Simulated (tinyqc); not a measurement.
Changing the starting thickness h0: spin coating of a resist or spin-on film: centrifugal thinning, evaporation and the final thickness (Emslie and Meyerhofer models). Computed by tinyqc, a small Python program. Command: `OMP_NUM_THREADS=1 python tinyqc.py 3110322 3110323 out.jsonl spincoat sweep`. One thread of a shared host (Intel(R) Xeon(R) Processor @ 2.30GHz), about 0.3 s of CPU time with the checks.

A Newtonian film stays uniform over the wafer; solvent and solids have the same density and the concentration is uniform through the thickness.

Inputs (values chosen for the exercise, of the order of those of a polymer resist in an ester solvent):
```
quantity                                 value          unit
solids volume fraction c0                  0.3             -
kinematic viscosity of the solvent nu_s    1.5        mm^2/s
viscosity constant k                       480        mm^2/s
viscosity exponent gamma                   2.3             -
spin speed f                              6000           rpm
evaporation rate at 1000 rpm e0            0.1  micrometre/s
time t                                    0.46             s
wafer radius R                             150            mm
shrinkage in the bake                       12             %
```

Method:
- omega = 2 pi f/60; nu(c) = nu_s + k c^gamma; evaporation rate e = e0 sqrt(f/1000 rpm).
- Flow constant K = 2 omega^2/(3 nu(c0)); Reynolds number of the air omega R^2/nu_air with nu_air = 15 mm^2/s.
- dh/dt = -K h^3 gives h = h0/sqrt(1 + 2 K h0^2 t); for long times h = 1/sqrt(2 K t).
- Full model for solids s and liquid l per area, h = s + l, c = s/h: ds/dt = -c Q, dl/dt = -(1 - c) Q - e, Q = 2 omega^2 h^3/(3 nu(c)); integrated adaptively (relative tolerance 1e-9) until l = 0.
- Dry film = s at l = 0, before the bake; film after the bake = s x (1 - shrinkage).

One run for each value:
```
starting thickness h0 (micrometre)  dry film (nm)  h(t) without evaporation (micrometre)  time to dry (s)
20                                           1112                                   9.92            12.40
39                                           1114                                  10.96            12.51
75                                           1115                                  11.29            12.54
140                                          1115                                  11.39            12.55
280                                          1115                                  11.42            12.55
540                                          1115                                  11.42            12.55
1000                                         1115                                  11.42            12.55
2000                                         1115                                  11.42            12.55
```

Describe and explain the trends.

Over the rows, dry film (nm) rises from 1112 to 1115; h(t) without evaporation (micrometre) rises from 9.92 to 11.4; time to dry (s) rises from 12.40 to 12.55. The exponent of dry film stays at 0: the excess is flung off.

Caution (all rows): above a Reynolds number of about 3e5 the air flow near the rim turns turbulent, and evaporation is no longer uniform.
